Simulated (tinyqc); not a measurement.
# Core-level spacing from the offsets

Inverse problem. For an overlayer B on a substrate A, dEv = (iB - iA) - (cB - vB) + (cA - vA) in binding energies, and dEc + dEv = EgB - EgA. Find dEv and the spacing iB - iA that a thin film must show.

Values chosen for this exercise:

| symbol | value | unit | meaning |
|---|---|---|---|
| EgA | 3.47 | eV | gap of the substrate A |
| EgB | 8.84 | eV | gap of the overlayer B |

dEc = 2.6412148 eV
cA - vA = 29.328785 eV
cB - vB = 20.44 eV

Answer. The gaps give dEv, and the Kraut relation is solved for the spacing.

dEv = 2.7288 eV
iB - iA = -6.1600 eV

tinyqc, about 0.01 s, one thread, Intel Xeon 2.30GHz (shared host): `OMP_NUM_THREADS=1 python tinyqc.py 2410075 2410076 out.jsonl`
